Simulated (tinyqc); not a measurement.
# From one set of inputs to another, one input at a time

Model: hydrogenic impurity: series, fields, screening, photoionisation and donor-acceptor pairs. Computed by tinyqc, a small Python program. Command: `OMP_NUM_THREADS=1 python tinyqc.py 3026571 3026572 out.jsonl hydrogenic ladder`. One thread of a shared host (Intel(R) Xeon(R) Processor @ 2.30GHz), about 0.02 s of CPU time with the checks.

One isotropic, parabolic band. Effective units: Ry* and a*, in which H = -nabla^2 - 2/r.

The inputs printed are set A. Inputs not listed in the table keep their values of set A, so the rows need not describe a real material.

Inputs (values chosen for the exercise, for a model semiconductor): electron mass m = 0.181 m_0; dielectric constant eps = 16.2; donor density N = 1.7e+17 cm^-3; magnetic field B = 1.7 T.

Parts treated: magnetic field and screening.

Constants: Ry = 13.605693123 eV; a_0 = 0.529177210903 angstrom; h x 1 THz = 4.135667696 meV; mu_B = 5.7883818060e-05 eV/T.

Method:
- Ry* = Ry m/eps^2, a* = a_0 eps/m; level n is bound by Ry*/n^2; <r> = (3/2) a* in 1s; lines 1s -> np at Ry* (1 - 1/n^2); 1 THz = 4.135667696 meV.
- gamma = hbar omega_c/(2 Ry*) = mu_B B/(m Ry*). For m_z = 0, H = -nabla^2 - 2/r + gamma^2 rho^2/4, and the band edge moves to gamma Ry*. Basis: exp(-al rho^2 - be z^2), al_k = 0.02 x 2.4^k + gamma/4 x c with k = 0..11, be_k = 0.02 x 2.4^k and c = 0, 0.5, 1 (36 functions). With A = al_i + al_j, B = be_i + be_j (not the field) and the common factor pi^(3/2) dropped: S = 1/(A sqrt(B)), kinetic S (4 al_i al_j/A + 2 be_i be_j/B), <rho^2> = S/A, <1/r> = (2/sqrt(pi)) atanh(u)/(A u), u = sqrt(1 - B/A), which is (2/sqrt(pi))/A when A = B; overlap eigenvalues below 1e-11 are dropped. Binding = (gamma - E) Ry*; the spin term shifts level and edge alike.
- Thomas-Fermi screening by N free electrons of one valley, taken as a degenerate gas (the hypothesis that all donors are ionised): q a* = sqrt(4 k_F a*/pi), k_F = (3 pi^2 N)^(1/3).
- Screened potential -(2/r) exp(-q r). Basis exp(-zeta r), zeta_k = 0.02 x 1.6^k, k = 0..23: S = 2/s^3, T = zeta_i zeta_j S, V = -2/(s + q)^2 with s = zeta_i + zeta_j; overlap eigenvalues below 1e-11 are dropped.

Each row keeps all changes above it:
```
input moved                 from       to  Ry* (meV)  binding energy in the field (meV)  screened binding energy (meV)
set A                          -        -      9.384                              9.911                         0.1604
donor density N (cm^-3)  1.7e+17  9.9e+16      9.384                              9.911                         0.3680
electron mass m (m_0)      0.181    0.277     14.361                             14.711                         1.6412
dielectric constant eps     16.2     10.1     36.945                             37.298                         8.0420
magnetic field B (T)         1.7      200     36.945                             63.597                         8.0420
```

Where does the difference come from?

Ry* goes from 9.38 to 36.9, a factor 3.94 in all. The largest single move comes from dielectric constant eps (a factor 2.57). Binding energy in the field goes from 9.91 to 63.6, a factor 6.42 in all. The largest single move comes from dielectric constant eps (a factor 2.54). Screened binding energy goes from 0.160 to 8.04, a factor 50.1 in all. The largest single move comes from dielectric constant eps (a factor 4.90). The single moves hold for this order of the switches; the total does not depend on the order.

Caution (rows electron mass m, dielectric constant eps, magnetic field B): well below the Mott density the electrons are bound or non-degenerate, so this screening is formal: it serves to locate the transition, not to give the level. Caution (rows magnetic field B): the field is beyond non-destructive laboratory magnets (about 100 T).

Extremes, crossings and ranges named in words are read from the listed rows.
